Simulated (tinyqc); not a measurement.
Bound state in one dimension: Numerov shooting, finite differences, DVR, step by step. Computed by tinyqc, a small Python program that keeps every step. Settings: points = 64. Command: `OMP_NUM_THREADS=1 python tinyqc.py 20385 20386 out.jsonl` (the two numbers bound the seeds that draw the settings). One thread of a shared host (Intel(R) Xeon(R) Processor @ 2.60GHz), about 0.01 s of CPU time with the checks.

## Numerov steps at E = 0.1

One particle of mass 1 in V = 9.44 (1 - exp(-0.47 x))^2 (atomic units), psi = 0 at both ends:
```
parameter                 value
left end              -1.600000
right end                     7
intervals                    64
h                      0.134375
state sought (nodes)          1
```

k_i = 2 m (E - V_i); (1 + h^2 k_(i+1)/12) y_(i+1) = 2 (1 - 5 h^2 k_i/12) y_i - (1 + h^2 k_(i-1)/12) y_(i-1), from y_0 = 0, y_1 = 0.001.

Points along the way:
```
i           x          V           k         y
0   -1.600000  11.867734  -23.535468  0.000000
1   -1.465625   9.278548  -18.357096  0.001000
2   -1.331250   7.137431  -14.074863  0.002325
3   -1.196875   5.382597  -10.565194  0.004238
4   -1.062500   3.960116   -7.720232  0.006955
5   -0.928125   2.822954   -5.445909  0.010635
21   1.221875   1.801844   -3.403689  0.170108
22   1.356250   2.097334   -3.994668  0.207906
23   1.490625   2.395147   -4.590294  0.260875
24   1.625000   2.692720   -5.185440  0.335731
25   1.759375   2.987933   -5.775866  0.442431
26   1.893750   3.279049   -6.358098  0.595903
```

## Bisection on the node count

With more sign changes than the state has nodes (the last point included) the energy is too high, else too low; the bracket starts as 0.1 to 10.

Trials:
```
trial           E  sign changes  y at the right end   next
1      5.05000000             3           -4.19e+01  lower
2      2.57500000             1           -1.37e+04  raise
3      3.81250000             2            1.07e+03  lower
4      3.19375000             2            3.72e+03  lower
5      2.88437500             2            1.52e+03  lower
6      2.72968750             1           -3.50e+03  raise
7      2.80703125             1           -4.92e+02  raise
8      2.84570312             2            6.21e+02  lower
9      2.82636719             2            9.40e+01  lower
10     2.81669922             1           -1.91e+02  raise
11     2.82153320             1           -4.68e+01  raise
12     2.82395020             2            2.40e+01  lower
13     2.82274170             1           -1.13e+01  raise
14     2.82334595             2            6.40e+00  lower
...           ...           ...                 ...    ...
28     2.82312691             1           -9.78e-05  raise
29     2.82312693             2            4.42e-04  lower
30     2.82312692             2            1.72e-04  lower
```

eigenvalue = 2.82312692 hartree

## The same grid by other methods

Three-point finite differences and the sine-DVR kinetic matrix of Colbert and Miller on the same points.

Lowest levels (hartree):
```
state  finite differences       DVR
0                0.993155  0.995273
1                2.814373  2.823183
2                4.417090  4.435691
3                5.801369  5.829490
```
